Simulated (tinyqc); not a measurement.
Worked calculation: growth of a silicide layer between metal and silicon: linear-parabolic kinetics, ramp anneals and Kissinger analysis. Computed by tinyqc, a small Python program that keeps every step. Command: `OMP_NUM_THREADS=1 python tinyqc.py 3007470 3007471 out.jsonl silicide walk`. One thread of a shared host (Intel(R) Xeon(R) Processor @ 2.30GHz), about 0.1 s of CPU time with the checks. Intermediate numbers are printed to about 6 digits and carried at full precision; extremes and crossings named in words are read from the listed rows.

One compound layer of thickness x grows by diffusion through itself and reaction at an interface, dx/dt = 1/(2x/K + 1/v), until the metal is used up at x = a h.

Inputs (values chosen for the exercise, modelled on Ni2Si):
```
quantity                                  value          unit
metal thickness h                            11            nm
silicide formed per metal thickness a      1.47             -
silicon consumed per metal thickness b     0.91             -
prefactor of the parabolic constant K   2.9e+13        nm^2/s
activation energy E of K                   1.43            eV
prefactor of the interface velocity v   3.9e+14          nm/s
activation energy E_v                      1.57            eV
temperature T                               305             C
time t                                       29             s
ramp rate beta                                3           C/s
silicide resistivity                         24  micro-ohm cm
junction depth x_j                          120            nm
```

Constants: k_B = 8.617333262e-05 eV/K.

## Final thickness

The silicide ends at the thickness a h.

final thickness = 16.17 nm

## Geometry at full reaction

Silicon consumed b h, sheet resistance rho/(final thickness) with 1 micro-ohm cm/nm = 10 ohm; margin to the junction x_j - b h.

silicon consumed = 10.01 nm

sheet resistance = 14.8423 ohm/square

margin to the junction = 109.99 nm

The layer takes 8 % of the junction depth; its surface lies 6.16 nm above the original silicon surface.

## Isothermal growth

K = K0 exp(-E/(k_B T)), v = v0 exp(-E_v/(k_B T)). Temperatures in kelvin are T(C) + 273.15. x^2/K + x/v = t, so x = (K/(2v)) [sqrt(1 + 4 v^2 t/K) - 1], capped at a h; completion time t_c = (a h)^2/K + a h/v, a h being the final thickness; crossover thickness K/v.

K = 9.93065 nm^2/s

v = 8.03995 nm/s

crossover thickness = 1.23516 nm

thickness at time t = 16.17 nm

completion time = 28.3407 s

The metal is used up. Diffusion makes up 93 % of the completion time.

## Ramp anneal

Ramp from x = 0 at 100 C at the rate beta: dx/dT = (1/beta)/(2x/K + 1/v), integrated adaptively (tolerance 1e-9) until x = a h at T_f.

completion temperature T_f = 334.872 C

## Kissinger analysis

Plot ln(beta/T_f^2) against 1/(k_B T_f), T_f in kelvin; minus the least-squares slope estimates the activation energy.

Ramps:
```
beta (C/s)  T_f (C)  1/(k_B T_f) (1/eV)  ln(beta/T_f^2)
0.03        252.357             22.0825        -16.0353
0.1         271.728             21.2975        -14.9037
0.3         290.670             20.5820        -13.8734
1           312.967             19.7990        -12.7470
3           334.872             19.0857        -11.7218
10          360.788             18.3055        -10.6013
30          386.384             17.5950         -9.5819
```

Kissinger energy = 1.43805 eV

A thousandfold faster ramp raises the completion temperature by only 134 C. The fit gives 1.438 eV, against E = 1.43 eV for diffusion and E_v = 1.57 eV for the interface: diffusion controls. Caution: nucleation and competing phases are left out; disilicides such as CoSi2 and the low-resistance form of TiSi2 start by nucleation and follow this law at best in part.

Checks made by the program: isothermal closed form against integration (relative difference below 1e-10).
